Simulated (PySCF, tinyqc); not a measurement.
RHF in the 6-31g basis, for H4, spin multiplicity 1, step by step. The lowest restricted solution is unstable here: a spin-polarised one lies 0.0493 hartree lower (PySCF). One step of it, computed by the program tinyqc.

Problem. Iteration 14 (converged): orbitals. Diagonalise F' = X^T F X, C = X C', fill 2 alpha and 2 beta electrons from the bottom; D = 2 C_occ C_occ^T. Each column has its largest component positive (the first on a tie).

converged F (hartree):
```
           1H 1s      1H 2s      2H 1s      2H 2s      3H 1s      3H 2s      4H 1s      4H 2s
1H 1s   0.171795  -0.347601  -0.213986  -0.283353  -0.003302  -0.060407   0.000964  -0.037224
1H 2s  -0.347601  -0.244646  -0.283353  -0.292528  -0.060407  -0.092229  -0.037224  -0.083661
2H 1s  -0.213986  -0.283353   0.171795  -0.347601   0.000964  -0.037224  -0.003302  -0.060407
2H 2s  -0.283353  -0.292528  -0.347601  -0.244646  -0.037224  -0.083661  -0.060407  -0.092229
3H 1s  -0.003302  -0.060407   0.000964  -0.037224   0.171795  -0.347601  -0.213986  -0.283353
3H 2s  -0.060407  -0.092229  -0.037224  -0.083661  -0.347601  -0.244646  -0.283353  -0.292528
4H 1s   0.000964  -0.037224  -0.003302  -0.060407  -0.213986  -0.283353   0.171795  -0.347601
4H 2s  -0.037224  -0.083661  -0.060407  -0.092229  -0.283353  -0.292528  -0.347601  -0.244646
```

X:
```
           1H 1s      1H 2s      2H 1s      2H 2s      3H 1s      3H 2s      4H 1s      4H 2s
1H 1s   1.260277  -0.513402   0.029095   0.029314  -0.013713   0.054857  -0.006294   0.003193
1H 2s  -0.513402   1.463383   0.029314  -0.398823   0.054857  -0.193710   0.003193   0.047352
2H 1s   0.029095   0.029314   1.260277  -0.513402  -0.006294   0.003193  -0.013713   0.054857
2H 2s   0.029314  -0.398823  -0.513402   1.463383   0.003193   0.047352   0.054857  -0.193710
3H 1s  -0.013713   0.054857  -0.006294   0.003193   1.260277  -0.513402   0.029095   0.029314
3H 2s   0.054857  -0.193710   0.003193   0.047352  -0.513402   1.463383   0.029314  -0.398823
4H 1s  -0.006294   0.003193  -0.013713   0.054857   0.029095   0.029314   1.260277  -0.513402
4H 2s   0.003193   0.047352   0.054857  -0.193710   0.029314  -0.398823  -0.513402   1.463383
```

Give: F' = X^T F X; orbital energies; coefficients C; D after iteration 14.

Solution.

F' = X^T F X (hartree):
```
         1        2        3        4        5        6        7        8
1   0.6336  -0.5874  -0.0488  -0.1202   0.0028   0.0206  -0.0007   0.0086
2  -0.5874   0.2361  -0.1202  -0.1763   0.0206  -0.0884   0.0086  -0.0106
3  -0.0488  -0.1202   0.6336  -0.5874  -0.0007   0.0086   0.0028   0.0206
4  -0.1202  -0.1763  -0.5874   0.2361   0.0086  -0.0106   0.0206  -0.0884
5   0.0028   0.0206  -0.0007   0.0086   0.6336  -0.5874  -0.0488  -0.1202
6   0.0206  -0.0884   0.0086  -0.0106  -0.5874   0.2361  -0.1202  -0.1763
7  -0.0007   0.0086   0.0028   0.0206  -0.0488  -0.1202   0.6336  -0.5874
8   0.0086  -0.0106   0.0206  -0.0884  -0.1202  -0.1763  -0.5874   0.2361
```

orbital energies (hartree): MO1 -0.4733, MO2 -0.3961, MO3 0.0224, MO4 0.0961, MO5 0.9981, MO6 1.0210, MO7 1.0729, MO8 1.1375

coefficients C:
```
          MO1      MO2      MO3      MO4      MO5      MO6      MO7      MO8
1H 1s  0.1627   0.1772   0.1436   0.1638  -0.6435   0.6494  -0.6671   0.6861
1H 2s  0.2719   0.3206   0.5296   0.6235   0.6609  -0.4269   0.8975  -0.5807
2H 1s  0.1627   0.1772  -0.1436  -0.1638   0.6435   0.6494   0.6671   0.6861
2H 2s  0.2719   0.3206  -0.5296  -0.6235  -0.6609  -0.4269  -0.8975  -0.5807
3H 1s  0.1627  -0.1772   0.1436  -0.1638  -0.6435   0.6494   0.6671  -0.6861
3H 2s  0.2719  -0.3206   0.5296  -0.6235   0.6609  -0.4269  -0.8975   0.5807
4H 1s  0.1627  -0.1772  -0.1436   0.1638   0.6435   0.6494  -0.6671  -0.6861
4H 2s  0.2719  -0.3206  -0.5296   0.6235  -0.6609  -0.4269   0.8975   0.5807
```

D after iteration 14:
```
         1H 1s    1H 2s    2H 1s    2H 2s    3H 1s    3H 2s    4H 1s    4H 2s
1H 1s   0.1157   0.2021   0.1157   0.2021  -0.0099  -0.0252  -0.0099  -0.0252
1H 2s   0.2021   0.3535   0.2021   0.3535  -0.0252  -0.0578  -0.0252  -0.0578
2H 1s   0.1157   0.2021   0.1157   0.2021  -0.0099  -0.0252  -0.0099  -0.0252
2H 2s   0.2021   0.3535   0.2021   0.3535  -0.0252  -0.0578  -0.0252  -0.0578
3H 1s  -0.0099  -0.0252  -0.0099  -0.0252   0.1157   0.2021   0.1157   0.2021
3H 2s  -0.0252  -0.0578  -0.0252  -0.0578   0.2021   0.3535   0.2021   0.3535
4H 1s  -0.0099  -0.0252  -0.0099  -0.0252   0.1157   0.2021   0.1157   0.2021
4H 2s  -0.0252  -0.0578  -0.0252  -0.0578   0.2021   0.3535   0.2021   0.3535
```
